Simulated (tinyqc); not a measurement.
## Polarisation charge from two barrier thicknesses

Inverse problem. Voff = phiB - dEc - q sigma d/(eps0 eb). Find sigma, phiB - dEc and the thickness at which Voff = 0.

Constants: q = 1.602176634e-19 C, eps0 = 8.8541878128e-14 F/cm where lengths are in cm. Results are converted to the units shown.

Voff at d = 13 and 35 nm (V): -3.9460566  -11.853629
eb = 9.295

Solution. Voff is a straight line in d: its slope is -q sigma/(eps0 eb) and its intercept phiB - dEc.

sigma = 1.85e13 cm^-2
phiB - dEc = 0.727 V
thickness for Voff = 0 = 2.02 nm

Computed by the program tinyqc: `OMP_NUM_THREADS=1 python tinyqc.py 2180001 2180002 out.jsonl`, one thread of a shared Intel Xeon 2.30GHz, about 0.01 s for the whole run.
